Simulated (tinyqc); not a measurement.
From one set of inputs to another, one input at a time: interdiffusion in a binary couple: Darken equations, Kirkendall shift and Boltzmann-Matano analysis. Computed by tinyqc, a small Python program. Command: `OMP_NUM_THREADS=1 python tinyqc.py 3027841 3027842 out.jsonl darken ladder`. One thread of a shared host (Intel(R) Xeon(R) Processor @ 2.30GHz), about 0.1 s of CPU time with the checks.

x is the mole fraction of B; the molar volume is constant, and the two halves are long enough to count as infinite.

The inputs printed are set A. Inputs not listed in the table keep their values of set A, so the rows need not describe a real material.

Inputs (values chosen for the exercise, for a model alloy A-B):

| quantity | value | unit |
|---|---|---|
| tracer diffusivity D*_A(0) | 7.2e-13 | m^2/s |
| tracer diffusivity D*_B(0) | 3.3e-13 | m^2/s |
| slope k of ln D* with x | -0.17 | - |
| regular-solution parameter W | -0.089 | eV |
| temperature T | 1390 | K |
| left composition x_L | 0.37 | - |
| right composition x_R | 0.87 | - |
| time t | 39000 | s |
| composition x for the local step | 0.52 | - |

Vacancy-wind correction: Manning, fcc.

Constants: k_B = 8.617333262e-05 eV/K.

Method:
- D*_i(x) = D*_i(0) exp(k x); thermodynamic factor Phi = 1 - 2 W x (1 - x)/(k_B T); with f0 = 0.7815, M0 = 2 f0/(1 - f0), den = M0 ((1 - x) D*_A + x D*_B): D_A = D*_A Phi [1 + 2 (1 - x)(D*_A - D*_B)/den], D_B = D*_B Phi [1 - 2 x (D*_A - D*_B)/den]; interdiffusion D~ = x D_A + (1 - x) D_B.
- With lambda = z/sqrt(t), the profile solves d/dlambda (D~ dx/dlambda) + (lambda/2) dx/dlambda = 0 with x = x_L and x_R far to the left and right; z = 0 is the original interface. It is solved as a boundary-value problem in y = lambda/sqrt(D~ at the mean composition) on -12 < y < 12 (collocation, tolerance 1e-8).
- Lattice planes move with v = (D_B - D_A) dx/dz; markers from the original interface stay at one composition, where z_K = 2 t v.

Each row keeps all changes above it:

| input moved | from | to | marker position z_K (um) | interdiffusion coefficient D~ at the local x (m^2/s) | composition at the markers |
|---|---|---|---|---|---|
| set A | - | - | -39.681 | 6.9438e-13 | 0.58929 |
| tracer diffusivity D*_B(0) (m^2/s) | 3.3e-13 | 4.1e-16 | -76.410 | 6.0123e-13 | 0.56781 |
| tracer diffusivity D*_A(0) (m^2/s) | 7.2e-13 | 3e-16 | 0.463 | 4.4571e-16 | 0.62752 |
| slope k of ln D* with x | -0.17 | 1 | 0.667 | 8.1898e-16 | 0.64046 |
| regular-solution parameter W (eV) | -0.089 | 0.013 | 0.566 | 5.6503e-16 | 0.64449 |
| time t (s) | 39000 | 9100 | 0.273 | 5.6503e-16 | 0.64449 |

Which inputs carry the difference?

Marker position z_K goes from -39.7 to 0.273, +40 in all. The largest single move comes from tracer diffusivity D*_A(0) (+76.9), and tracer diffusivity D*_B(0) works against it (-36.7). Interdiffusion coefficient D~ at the local x goes from 6.94e-13 to 5.65e-16, a factor 8.14e-4 in all. The largest single move comes from tracer diffusivity D*_A(0) (a factor 7.41e-4). Composition at the markers goes from 0.589 to 0.644, a factor 1.09 in all. The largest single move comes from tracer diffusivity D*_A(0) (a factor 1.11), and tracer diffusivity D*_B(0) works against it (a factor 0.964). The single moves hold for this order of the switches; the total does not depend on the order.

Extremes, crossings and ranges named in words are read from the listed rows.
